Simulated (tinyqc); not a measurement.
What moves the results: band offset from the macroscopic average of a supercell potential. A value that a table varies takes the place of the one given here.

A model of the planar-averaged electrostatic energy of an electron in a periodic cell of N1 periods of A (L1 = N1 n1 h) and N2 periods of B (L2 = N2 n2 h), on z_j = j h: V(z) = f VA + (1 - f) VB + F t(z), VA = V1[0] + V1[1] cos(2 pi z/(n1 h)) + V1[2] cos(4 pi z/(n1 h)), VB the same with V2, n2 and z - L1. f = [tanh(z/w) - tanh((z - L1)/w) + tanh((z - L1 - L2)/w)]/2 + 1/2; t(z) = z - L1/2 in A and (L1/L2)(L1 + L2/2 - z) beyond, so that the cell is periodic.

Running mean over n points, periodic: for odd n the plain mean of the n points centred on j; for even n the n + 1 points with half weight at both ends. The macroscopic average applies the mean over n1 points and then over n2 points.

dEv = Ev(A) - Ev(B) = Ev1 - (dV + Ev2); dEc = Ec(B) - Ec(A) = Eg2 - Eg1 - dEv. The correction of a gap, c = Eg[1] - Eg[0], lowers the valence top by fv c and leaves dV, a ground-state quantity, as it is. Type I: dEv and dEc of one sign; II: opposite signs; III: no overlap of the gaps.

Values chosen for the exercise (gaps near those of Si and SiO2; shifted at random, so the results belong to these values and not to a real crystal): h = 0.3 angstrom (grid step); n1 = 6 (grid points per period of A); n2 = 5 (grid points per period of B); V1 = (-8.31, 4.01, 0.34) eV (mean and two harmonics of the potential in A); V2 = (-5.59, 2.95, -0.33) eV (the same in B); w = 0.33 angstrom (width of the interfaces); N1 = 5 (periods of A); N2 = 5 (periods of B); F = -0.022 eV/angstrom (slope in A from opposite charges on the two interfaces); Ev1 = 5.9 eV (valence top of bulk A above its mean potential); Eg1 = (0.63, 1.18) eV (gap of A: semi-local value, corrected value); Ev2 = 0.49 eV (valence top of bulk B above its mean potential); Eg2 = (5.41, 8.76) eV (gap of B: semi-local value, corrected value).

## How thick the regions must be

N1 = N2 = N, no slope (F = 0); dV is read at j = floor(N n1/2) and N n1 + floor(N n2/2). The exact value is V2[0] - V1[0].

Results:
```
N  L1 (angstrom)  dV (eV)  error (meV)
1           1.80   1.5642     -1155.78
2           3.60   2.5544      -165.63
3           5.40   2.7177        -2.27
4           7.20   2.7200        -0.03
5           9.00   2.7200         0.00
6          10.80   2.7200         0.00
```

The error is below 10 meV from N = 3 on. The two windows together span 3.30 angstrom and must fit between the interface tails, which fall as exp(-2 z/w); the errors at N = 2, 3 and 4 are -165.63, -2.27 and -0.03 meV.

## The choice of windows

dV read at j = 15 and 42 after means over the numbers of points listed; ripple is the spread over the five points around each.

Results:
```
windows  dV (eV)  ripple in A (meV)  ripple in B (meV)
none       3.897               5518               5093
6 only     3.033                 26                755
5 only     3.586               1318                 32
7 only     2.637                945               1277
7, 6       2.641                 26                149
6, 5       2.716                 26                 32
```

Which rows can be used, and how does a wrong window show?

The last row matches both periods and lies -4 meV from the value of a thick cell, V2[0] - V1[0] = 2.720 eV. Against it the raw potential errs by +1.18 eV. No other row is within 20 meV of it. A window one point too long leaves a ripple of 945 meV in A, against 26 meV in the last row (of which the slope F makes 26 meV): the ripple is the sign to look for. Rows to use, with under 30 meV of ripple in both regions once the tilt is taken off: 6, 5. A row with a large ripple can hit the right value only by chance.

## Where the gap correction goes

dV = B - A = 2.7160 eV

fv1 and fv2 are varied.

Offsets (eV):
```
fv1  fv2    dEv    dEc
0.0  0.0  2.694  4.886
0.5  0.5  4.094  3.486
1.0  1.0  5.494  2.086
0.0  1.0  6.044  1.536
1.0  0.0  2.144  5.436
0.3  0.7  4.874  2.706
```

dEv + dEc = 7.580 eV in every row, but dEv alone spans 3.90 eV, the sum of the two corrections. A scissor on the conduction bands alone (first row) keeps the semi-local dEv; with equal shares fv the shift is fv times the difference of the corrections, +2.80 eV, against their sum of 3.90 eV: little of the error cancels even if the shares are alike.

Computed by tinyqc, a small Python program: `OMP_NUM_THREADS=1 python tinyqc.py 1880848 1880849 out.jsonl` (the numbers bound the seed that draws the inputs); one thread of a shared host (Intel(R) Xeon(R) Processor @ 2.30GHz), about 0.01 s for the whole set of steps.
